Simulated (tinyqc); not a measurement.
Thin-body transistor below threshold, two-dimensional Poisson equation on a small mesh: effect of the relative permittivity of the insulator.

A thin body on a thick buried insulator of low permittivity, taken as carrying no normal field at the bottom of the body (row 0). Mobile charge is neglected (subthreshold), the body is fully depleted, and potentials are counted from the intrinsic level; rows run upward to the gate, columns from source to drain.

Mesh: rows i = 0..12 in the semiconductor (step hs = tb/12, row 12 on the interface), then 8 step(s) ho = tox/8 up to the gate row 20; columns j = 0..80 (step hy = L/80). Box integration, divided by eps0: up_i = eps hy/h of the interval above row i, dn_i = that of the interval below (0 for row 0), lat_i = (sum of eps h/2 over the intervals above and below)/hy, s_i = -q Na w_i hy/eps0 with w_i the semiconductor height of the box (hs/2 for row 0 and the interface row, hs between, 0 in the insulator). Each free node obeys (up + dn + 2 lat) psi = up psi(above) + dn psi(below) + lat [psi(left) + psi(right)] + s. Fixed values: gate row Vg - Vfb; column 0 at Vbi and the last column at Vbi + Vd in the semiconductor, each running linearly to Vg - Vfb across the insulator. The system is solved directly. On row 0 the minimum of psi and its place come from a parabola through the three lowest nodes; barrier = Vbi - minimum, swing = Vt ln 10/(d psi/dVg), DIBL = (d psi/dVd)/(d psi/dVg) there. Lambda = pi/k with k the smallest positive root of tan(k tox) tan(k tb) = eox/eps_r.

Parameters, values chosen for the exercise; semiconductor permittivity close to that of silicon:
```
symbol,value,unit,meaning
T,300,K,temperature
eps_r,11.9,,relative permittivity of the semiconductor
tb,6,nm,body thickness
tox,2.9,nm,insulator thickness
L,33,nm,channel length
Na,0,cm^-3,acceptor density of the depleted body
Vbi,0.56,V,potential of the source
Vfb,-0.07,V,gate offset
Vg,0.05,V,gate voltage
Vd,0.3,V,drain voltage
```

Constants: q = 1.602176634e-19 C, kB = 1.380649e-23 J/K, Vt = kB T/q, eps0 = 8.8541878128e-14 F/cm where lengths are in cm. Results are converted to the units shown.

Result of one run:
```
eox	L/Lambda	barrier (V)	place y/L	swing (mV/decade)	DIBL (mV/V)
20	2.100	0.3855	0.4602	66.05	40.77
```

What becomes of these results when the relative permittivity of the insulator eox is changed from 20 to 3.9, all else the same?

Result of the changed run:
```
eox	L/Lambda	barrier (V)	place y/L	swing (mV/decade)	DIBL (mV/V)
3.9	1.275	0.2748	0.4324	85.15	156.3
```

The whole series:
```
eox	L/Lambda	barrier (V)	place y/L	swing (mV/decade)	DIBL (mV/V)
3.9	1.275	0.2748	0.4324	85.15	156.3
5.9	1.488	0.3164	0.4431	76.77	106.5
8.8	1.698	0.3471	0.4506	71.59	75.03
13	1.898	0.3689	0.4560	68.34	54.93
20	2.100	0.3855	0.4602	66.05	40.77
30	2.262	0.3958	0.4631	64.71	32.38
```

As eox goes from 3.9 to 30, the barrier rises from 0.275 to 0.396 V, the swing falls from 85.2 to 64.7 mV a decade and DIBL falls from 156 to 32.4 mV/V; the ideal swing is 59.5. L/Lambda goes from 1.3 to 2.3.

Computed by the program tinyqc: `OMP_NUM_THREADS=1 python tinyqc.py 2480135 2480136 out.jsonl`, one thread of a shared Intel Xeon 2.30GHz, about 0.2 s for the whole run.
